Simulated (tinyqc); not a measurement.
Inside a calculation. Method: empirical pseudopotential in a few plane waves. Computed by tinyqc, a small Python program that keeps every step. Settings: plane-wave index or count = 15. Command: `OMP_NUM_THREADS=1 python tinyqc.py 28609 28610 out.jsonl` (the two numbers bound the seeds that draw the settings). One thread of a shared host (Intel(R) Xeon(R) Processor @ 2.60GHz), about 0.2 s of CPU time with the checks.

## Bloch Hamiltonian at G

Parameters chosen for this model: fcc lattice, atoms at +/- a/8 (1,1,1); form factors in rydberg at |G|^2 in units of (2 pi/a)^2:
```
parameter                 value      unit
a                      5.450000  angstrom
VS(3)                 -0.222000        Ry
VS(8)                  0.033000        Ry
VS(11)                 0.052000        Ry
VA(3)                  0.076000        Ry
VA(4)                  0.026000        Ry
VA(11)                 0.020000        Ry
hbar^2/2m (2 pi/a)^2   5.063953        eV
```

k point G (2 pi / a): [0, 0, 0]

Basis: the 15 shortest G (labels in 2 pi/a), the same at every k. H(G,G') = c |k + G|^2 delta + VS(|G-G'|^2) cos((G-G').tau) + i VA sin((G-G').tau), tau = a/8 (1,1,1); 1 Ry = 13.605693 eV.

H(k) at G (eV):
```
                     +0+0+0               -1-1-1               -1-1+1               -1+1-1
+0+0+0             0.000000   2.135790+0.731172i  -2.135790+0.731172i  -2.135790+0.731172i
-1-1-1   2.135790-0.731172i            15.191859   0.000000-0.353748i   0.000000-0.353748i
-1-1+1  -2.135790-0.731172i   0.000000+0.353748i            15.191859             0.448988
-1+1-1  -2.135790-0.731172i   0.000000+0.353748i             0.448988            15.191859
-1+1+1  -2.135790+0.731172i            -0.448988   0.000000+0.353748i   0.000000+0.353748i
+1-1-1  -2.135790-0.731172i   0.000000+0.353748i             0.448988             0.448988
+1-1+1  -2.135790+0.731172i            -0.448988   0.000000+0.353748i             0.000000
+1+1-1  -2.135790+0.731172i            -0.448988             0.000000   0.000000+0.353748i
+1+1+1   2.135790+0.731172i             0.000000            -0.448988            -0.448988
-2+0+0   0.000000-0.353748i  -2.135790+0.731172i  -2.135790-0.731172i  -2.135790-0.731172i
+0-2+0   0.000000-0.353748i  -2.135790+0.731172i  -2.135790-0.731172i   0.500275-0.192414i
+0+0-2   0.000000-0.353748i  -2.135790+0.731172i   0.500275-0.192414i  -2.135790-0.731172i
+0+0+2   0.000000+0.353748i  -0.500275-0.192414i   2.135790+0.731172i  -0.500275+0.192414i
+0+2+0   0.000000+0.353748i  -0.500275-0.192414i  -0.500275+0.192414i   2.135790+0.731172i
+2+0+0   0.000000+0.353748i  -0.500275-0.192414i  -0.500275+0.192414i  -0.500275+0.192414i

                     -1+1+1               +1-1-1               +1-1+1               +1+1-1
+0+0+0  -2.135790-0.731172i  -2.135790+0.731172i  -2.135790-0.731172i  -2.135790-0.731172i
-1-1-1            -0.448988   0.000000-0.353748i            -0.448988            -0.448988
-1-1+1   0.000000-0.353748i             0.448988   0.000000-0.353748i             0.000000
-1+1-1   0.000000-0.353748i             0.448988             0.000000   0.000000-0.353748i
-1+1+1            15.191859             0.000000             0.448988             0.448988
+1-1-1             0.000000            15.191859   0.000000-0.353748i   0.000000-0.353748i
+1-1+1             0.448988   0.000000+0.353748i            15.191859             0.448988
+1+1-1             0.448988   0.000000+0.353748i             0.448988            15.191859
+1+1+1   0.000000+0.353748i            -0.448988   0.000000+0.353748i   0.000000+0.353748i
-2+0+0   2.135790-0.731172i   0.500275-0.192414i  -0.500275-0.192414i  -0.500275-0.192414i
+0-2+0  -0.500275-0.192414i  -2.135790-0.731172i   2.135790-0.731172i  -0.500275-0.192414i
+0+0-2  -0.500275-0.192414i  -2.135790-0.731172i  -0.500275-0.192414i   2.135790-0.731172i
+0+0+2  -2.135790+0.731172i  -0.500275+0.192414i  -2.135790+0.731172i   0.500275+0.192414i
+0+2+0  -2.135790+0.731172i  -0.500275+0.192414i   0.500275+0.192414i  -2.135790+0.731172i
+2+0+0   0.500275+0.192414i   2.135790+0.731172i  -2.135790+0.731172i  -2.135790+0.731172i

                     +1+1+1               -2+0+0               +0-2+0               +0+0-2
+0+0+0   2.135790-0.731172i   0.000000+0.353748i   0.000000+0.353748i   0.000000+0.353748i
-1-1-1             0.000000  -2.135790-0.731172i  -2.135790-0.731172i  -2.135790-0.731172i
-1-1+1            -0.448988  -2.135790+0.731172i  -2.135790+0.731172i   0.500275+0.192414i
-1+1-1            -0.448988  -2.135790+0.731172i   0.500275+0.192414i  -2.135790+0.731172i
-1+1+1   0.000000-0.353748i   2.135790+0.731172i  -0.500275+0.192414i  -0.500275+0.192414i
+1-1-1            -0.448988   0.500275+0.192414i  -2.135790+0.731172i  -2.135790+0.731172i
+1-1+1   0.000000-0.353748i  -0.500275+0.192414i   2.135790+0.731172i  -0.500275+0.192414i
+1+1-1   0.000000-0.353748i  -0.500275+0.192414i  -0.500275+0.192414i   2.135790+0.731172i
+1+1+1            15.191859  -0.500275-0.192414i  -0.500275-0.192414i  -0.500275-0.192414i
-2+0+0  -0.500275+0.192414i            20.255812             0.448988             0.448988
+0-2+0  -0.500275+0.192414i             0.448988            20.255812             0.448988
+0+0-2  -0.500275+0.192414i             0.448988             0.448988            20.255812
+0+0+2  -2.135790-0.731172i            -0.448988            -0.448988             0.000000
+0+2+0  -2.135790-0.731172i            -0.448988             0.000000            -0.448988
+2+0+0  -2.135790-0.731172i             0.000000            -0.448988            -0.448988

                     +0+0+2               +0+2+0               +2+0+0
+0+0+0   0.000000-0.353748i   0.000000-0.353748i   0.000000-0.353748i
-1-1-1  -0.500275+0.192414i  -0.500275+0.192414i  -0.500275+0.192414i
-1-1+1   2.135790-0.731172i  -0.500275-0.192414i  -0.500275-0.192414i
-1+1-1  -0.500275-0.192414i   2.135790-0.731172i  -0.500275-0.192414i
-1+1+1  -2.135790-0.731172i  -2.135790-0.731172i   0.500275-0.192414i
+1-1-1  -0.500275-0.192414i  -0.500275-0.192414i   2.135790-0.731172i
+1-1+1  -2.135790-0.731172i   0.500275-0.192414i  -2.135790-0.731172i
+1+1-1   0.500275-0.192414i  -2.135790-0.731172i  -2.135790-0.731172i
+1+1+1  -2.135790+0.731172i  -2.135790+0.731172i  -2.135790+0.731172i
-2+0+0            -0.448988            -0.448988             0.000000
+0-2+0            -0.448988             0.000000            -0.448988
+0+0-2             0.000000            -0.448988            -0.448988
+0+0+2            20.255812             0.448988             0.448988
+0+2+0             0.448988            20.255812             0.448988
+2+0+0             0.448988             0.448988            20.255812
```

## Levels at G

Diagonalise the Hermitian matrix.

eigenvalues (eV): [-2.526680, 11.330103, 11.330103, 11.330103, 12.956544, 14.900235, 14.900235, 14.900235, 18.474956, 19.357836, 19.357836, 23.511215, 23.511215, 23.511215, 26.224588]

## Bands along a path

The same steps at evenly spaced points between the labelled ones.

Bands along the path (eV), lowest eight:
```
k            band 1     band 2     band 3     band 4     band 5     band 6     band 7     band 8
L         -0.316359   4.097426  10.305407  10.305407  12.486162  15.613888  15.613888  19.466691
L-G 0.25  -0.982613   5.092212  10.346935  10.346935  12.587143  15.633165  15.633165  19.650100
L-G 0.50  -1.784082   7.027037  10.639298  10.639298  13.026647  15.778210  15.778210  18.127655
L-G 0.75  -2.335189   9.411239  11.076619  11.076619  13.584043  15.323106  15.323106  15.702664
G         -2.526680  11.330103  11.330103  11.330103  12.956544  14.900235  14.900235  14.900235
G-X 0.25  -2.270765   9.466417  10.599769  10.599769  14.003976  14.812998  16.060438  16.060438
G-X 0.50  -1.525391   7.164209   9.549174   9.549174  12.872653  14.629857  18.359004  18.359004
G-X 0.75  -0.397834   5.115377   8.882882   8.882882  12.253187  13.146352  21.028464  21.028464
X          0.592231   3.905208   8.749484   8.749484  12.049893  12.711383  23.959610  23.959610
```

With 4 band(s) filled, the highest filled level on these points lies at G and the lowest empty one at X: a gap of 0.7198 eV, indirect. This holds for the small fixed basis; with all plane waves up to |k + G|^2 = 21 (2 pi/a)^2 the gap along the path is 0.79 eV.

## Convergence with the number of plane waves

Levels at G counted from the fourth one.

Levels (eV):
```
plane waves     level 1   level 5   level 8
9            -16.641069  0.707496  2.354832
15           -13.856783  1.626441  3.570132
27           -13.206199  1.802646  3.619827
51           -13.179798  1.818847  3.722816
59           -13.182338  1.839274  3.580649
65           -13.185217  1.839472  3.558042
89           -13.169079  1.832233  3.571449
```
